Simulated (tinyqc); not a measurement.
# Bandgap voltage reference from two bipolar transistors, step by step

Program tinyqc, `OMP_NUM_THREADS=1 python tinyqc.py 2062187 2062188 out.jsonl`; Intel Xeon 2.30GHz, shared host, one thread, about 0.03 s. Printed values are rounded.

Two transistors of area 1 and N carry the same current I. Is(T) = Is (T/T0)^eta exp[(Vg0 q/kB)(1/T0 - 1/T)], VBE1 = Vt ln(I/Is(T)) + I rb, VBE2 = Vt ln(I/(N Is(T))) + I rb/N. The amplifier forces I R1(T) = VBE1 - VBE2 + Vos, with R(T) = R (1 + tc (T - T0)) for both resistors, and the output is Vref = VBE1 + I R2(T). Base currents and the Early effect are neglected.

Inputs (values chosen for the exercise); values of the order met in silicon bipolar transistors: reference temperature T0 = 300 K; band-gap voltage extrapolated to 0 K Vg0 = 1.179 V; temperature exponent of the saturation current eta = 3.6; saturation current of the unit transistor at T0 Is = 9.1e-16 A; area ratio of the second transistor N = 15; resistor across which the difference of VBE falls, at T0 R1 = 6.4 kohm; temperature coefficient of both resistors tc = 0 ppm/K; offset of the amplifier Vos = 0 mV; series resistance of the unit transistor rb = 99 ohm; output resistor at T0 R2 = 57.22 kohm; temperature T = 273 K.

Constants: q = 1.602176634e-19 C, kB = 1.380649e-23 J/K. Results are converted to the units shown.

## Operating point at the reference temperature

Vt = kB T/q; I = (Vt ln N + Vos)/(R1(T) - rb (1 - 1/N)). Evaluate at T = T0.

Vt = 0.0258520 V
I = 11.0991 uA
Is(T) = 9.1e-16 A
VBE1 = 0.601497 V
I R2 = 0.635089 V
Vref = 1.23659 V

## Operating point at another temperature

Vt = kB T/q; I = (Vt ln N + Vos)/(R1(T) - rb (1 - 1/N)).

Vt = 0.0235253 V
I = 10.1002 uA
Is(T) = 7.12398e-18 A
VBE1 = 0.659241 V
I R2 = 0.577931 V
Vref = 1.23717 V

From T0 to T, VBE1 changes by 57.7 mV and I R2 by -57.2 mV, which leaves 0.586 mV in Vref.

## Resistor for zero slope at T0, ideal case

With tc = 0, Vos = 0 and rb = 0 the current is proportional to T, dVBE/dT = (VBE - Vg0 - (eta - 1) Vt)/T, and Vref has zero slope at T0 when Vref = Vg0 + (eta - 1) Vt0. Find VBE1, its slope, that Vref, R2/R1 and the curvature d2Vref/dT2 = -(eta - 1) kB/(q T0).

VBE1 = 0.600022 V
dVBE/dT = -2.15398 mV/K
Vref = 1.24622 V
R2/R1 = 9.23021
curvature = -0.746836 uV/K^2
